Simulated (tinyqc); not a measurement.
## Gate work function from the charge

Inverse problem. For an undoped double gate, Q = 8 eps0 eps_r Vt beta tan(beta)/ts with 0 < beta < pi/2, and at the source (Vg - dphi)/(2 Vt) - ln[(2/ts) sqrt(2 eps0 eps_r Vt/(q ni))] = ln(beta) - ln(cos beta) + 2 r beta tan(beta), r = eps_r tox/(eox ts). Find beta and dphi.

Values chosen for this exercise; material values close to those of germanium:
```
symbol  value  unit                                      meaning
T         300     K                                  temperature
eps_r    16.3         relative permittivity of the semiconductor
eox      7.17        relative permittivity of the gate insulator
tox       4.2    nm                          insulator thickness
ts         20    nm                               body thickness
Vg       0.55     V                                 gate voltage
```

Constants: q = 1.602176634e-19 C, kB = 1.380649e-23 J/K, Vt = kB T/q, eps0 = 8.8541878128e-14 F/cm where lengths are in cm. Results are converted to the units shown.

Qs = 703.95406 nC/cm^2
ni = 2.4189778e13 cm^-3

Answer. beta tan(beta) rises from 0 without bound on the interval, so the charge fixes beta; the second relation is then explicit in dphi. At this charge the surface density passes 0.3 Nc, so the classical Boltzmann model is only formal.

beta = 1.30
dphi = -0.0200 V

Numbers from tinyqc (`OMP_NUM_THREADS=1 python tinyqc.py 2440088 2440089 out.jsonl`; about 0.01 s on one thread of a shared Intel Xeon 2.30GHz).
